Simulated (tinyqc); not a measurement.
A ladder of methods, and size consistency: correlation methods against full CI in the sto-3g basis, for BeH2, spin multiplicity 1. Computed by the program tinyqc with PySCF. All electrons correlated; +Q is the Davidson correction (1 - c0^2) E_corr. The last columns treat two copies 100 angstrom apart as one system. FCI is the lowest singlet.

Geometry (angstrom):
```
atom       x        y       z
Be    0.0000   0.0000  0.0000
H     0.0000   1.3070  0.0960
H     0.0000  -1.3070  0.0960
```

RHF energy of one = -15.560345 hartree

Correlation energies (hartree):
```
method   E_corr of one  share of FCI (%)  E_corr of two at 100 angstrom  two minus twice one (mhartree)
MP2           -0.02283            66.685                       -0.04567                           0.000
CISD          -0.03352            97.881                       -0.06544                           1.595
CISD+Q        -0.03436           100.331                       -0.06848                           0.238
CCSD          -0.03386            98.885                       -0.06772                           0.000
CCSD(T)       -0.03407            99.483                       -0.06813                           0.000
FCI           -0.03424           100.000                              -                               -
```

What does the comparison show, and why?

MP2 recovers 67 %, CISD 97.9 % and CCSD 98.9 % of the FCI value (c0^2 = 0.975 in CISD). MP2 and coupled cluster are size consistent, so their last column vanishes; CISD loses 1.60 mhartree, since a double excitation on each copy is a quadruple of the pair, and the Davidson correction leaves +0.24.
